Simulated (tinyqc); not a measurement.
Monte Carlo simulation of one carrier in a uniform electric field: one step, computed by the program tinyqc. Command: `OMP_NUM_THREADS=1 python tinyqc.py 3031654 3031655 out.jsonl mcfl walk`. One thread of a shared host (Intel(R) Xeon(R) Processor @ 2.30GHz), about 4 s of CPU time with the checks.

The force e F acts along +z. Flights end at the constant total rate Gamma; the part of Gamma that the real rates do not fill is self-scattering, which leaves k unchanged. One valley, no impurities and no intervalley scattering.

Task: Scattering event 1. Kane band: hbar^2 k^2/(2 m) = E (1 + alpha E), speed v = hbar k/(m (1 + 2 alpha E)), states per spin, volume and energy g(E) = m k (1 + 2 alpha E)/(2 pi^2 hbar^2); overlap factors are set to 1. Masses are multiplied by m_0 and all formulas are in SI units. Phonon occupation N_q = 1/(exp(hbar w/(k_B T)) - 1). Acoustic deformation potential (elastic, equipartition, absorption and emission together): 1/tau = 2 pi k_B T D_A^2 g(E)/(hbar rho v_l^2). Polar optical, unscreened: W = e^2 w (1/eps_inf - 1/eps_s) m (1 + 2 alpha E') ln|(k + k')/(k - k')| / (4 pi eps_0 hbar^2 k), times N_q for absorption (E' = E + hbar w) and N_q + 1 for emission (E' = E - hbar w > 0), with alpha = 0 for a parabolic band; mean cosine of the angle <cos> = (k^2 + k'^2)/(2 k k') - 1/ln|(k + k')/(k - k')|. Choice: with cumulative rates in the order acoustic, absorption, emission, the process is the first whose sum exceeds r2 Gamma; if none, self-scattering. Final state: E' = E, E + hbar w or E - hbar w gives k'. Isotropic processes: cos(theta) = 1 - 2 r3 from the z axis, phi = 2 pi r4, k' (sin theta cos phi, sin theta sin phi, cos theta). Polar processes: cos(b) = [1 + xi - (1 + 2 xi)^r3]/xi, xi = 2 k k'/(k - k')^2, b from the old direction n; new direction cos b n + sin b (cos phi e1 + sin phi e2), e1 = (z x n)/|z x n|, e2 = n x e1. Use row 1 of the random numbers.

Inputs (values chosen for the exercise, for a model polar semiconductor):

| quantity | value | unit |
|---|---|---|
| effective mass m | 0.034 | m_0 |
| non-parabolicity alpha | 1.4 | 1/eV |
| static permittivity eps_s | 12.6 | - |
| high-frequency permittivity eps_inf | 10.9 | - |
| density rho | 6590 | kg/m^3 |
| sound velocity v_l | 8930 | m/s |
| acoustic deformation potential D_A | 7.4 | eV |
| optical phonon energy hbar w | 18.5 | meV |
| lattice temperature T | 500 | K |

Crystal: polar. Band: Kane.

k at the end of the flight (1/nm): -0.0037000  0.1600000  -0.2256514

Random numbers (0.02 to 0.98, from up to 60 sets tried for early real events), one row a flight:
```
       r1      r2      r3      r4
1  0.1070  0.2236  0.6944  0.9057
2  0.4766  0.7379  0.6698  0.3726
3  0.8167  0.8056  0.5447  0.5102
4  0.5114  0.5349  0.7455  0.6212
5  0.6170  0.1387  0.8725  0.3207
6  0.6060  0.2540  0.3350  0.7978
7  0.4261  0.1789  0.4030  0.6353
```

Gamma = 13.27400 1e12/s

Constants: hbar = 1.054571817e-34 J s; m_0 = 9.1093837015e-31 kg; e = 1.602176634e-19 C; k_B = 1.380649e-23 J/K; hbar = 6.582119569e-16 eV s; eps_0 = 8.8541878128e-12 F/m; k_B = 8.617333262e-05 eV/K.

Give: cumulative rates; r2 Gamma; process chosen; k after event 1, the start of the next flight.

Result:

cumulative rates (1e12/s): acoustic 0.05, absorption 5.45, emission 12.47

r2 Gamma = 2.968 1e12/s

Process chosen: absorption

k after event 1, the start of the next flight (1/nm): -0.1965  0.0048  -0.2417
